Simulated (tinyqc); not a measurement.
Square on-chip spiral inductor, lumped pi model: two steps of the calculation.

Outer diameter do = di + 2 n wd + 2 (n - 1) sp, mean da = (do + di)/2, fill p = (do - di)/(do + di), length l = 4 n da. L = 2.34 mu0 n^2 da/(1 + 2.75 p), mu0 = 4 pi 1e-7 H/m. Rs = rho l/(wd delta (1 - exp(-th/delta))), delta = sqrt(rho/(pi f mu0)). Cs = n wd^2 eps0 eo/hu across the coil. At each end Cox = l wd eps0 eo/(2 ho) leads to the substrate branch Rsi = 2 rs he/(l wd) in parallel with Csi = l wd eps0 11.7/(2 he). With one end grounded Y = 1/(Rs + i w L) + i w Cs + 1/[1/(i w Cox) + 1/(1/Rsi + i w Csi)], w = 2 pi f; Q = -Im Y/Re Y. Eddy currents in neighbouring turns and in the substrate are left out.

Parameters, values chosen for the exercise; values of the order met in silicon radio-frequency processes: number of turns n = 5.5; line width wd = 6 um; space between turns sp = 3 um; inner diameter di = 100 um; metal thickness th = 4 um; metal resistivity rho = 1.9 uohm cm; oxide below the coil ho = 7.6 um; oxide between coil and underpass hu = 1 um; relative permittivity of the oxide eo = 3.9; substrate resistivity rs = 10 ohm cm; effective spreading depth in the substrate he = 30 um; frequency f = 0.86 GHz.

Constants: eps0 = 8.8541878128e-12 F/m. Results are converted to the units shown.

Problem 1. Geometry and model elements. do, l, L, delta, Rs, Cs, Cox, Rsi and Csi as defined.

Wanted: do; l; L; delta; Rs; Cs; Cox; Rsi; Csi.

Solution 1.

do = 193.0 um
l = 3223 um
L = 6.958 nH
delta = 2.366 um
Rs = 5.290 ohm
Cs = 6.837 fF
Cox = 43.93 fF
Rsi = 310.3 ohm
Csi = 33.39 fF

Problem 2. Admittance, quality factor and apparent inductance. Series branch 1/(Rs + i w L), substrate branch, total Y, Q = -Im Y/Re Y, apparent inductance Im(1/Y)/w, metal-only value w L/Rs, share of the loss in the substrate Re(substrate branch)/Re Y.

L = 6.9579581 nH
Rs = 5.2895064 ohm
Cs = 6.8372038 fF
Cox = 43.932033 fF
Rsi = 310.26993 ohm
Csi = 33.388345 fF

Find: series branch; substrate branch; Y; Q; apparent inductance; w L/Rs; share of the loss in the substrate.

Solution 2.

series branch = 3.669-26.081i mS
substrate branch = 0.01720+0.23516i mS
Y = 3.686-25.809i mS
Q = 7.0010
apparent inductance = 7.0271 nH
w L/Rs = 7.1080
share of the loss in the substrate = 0.46645 %

Q is 98.5 % of the metal-only value.

Numbers from tinyqc (`OMP_NUM_THREADS=1 python tinyqc.py 2302048 2302049 out.jsonl`; about 0.01 s on one thread of a shared Intel Xeon 2.30GHz).
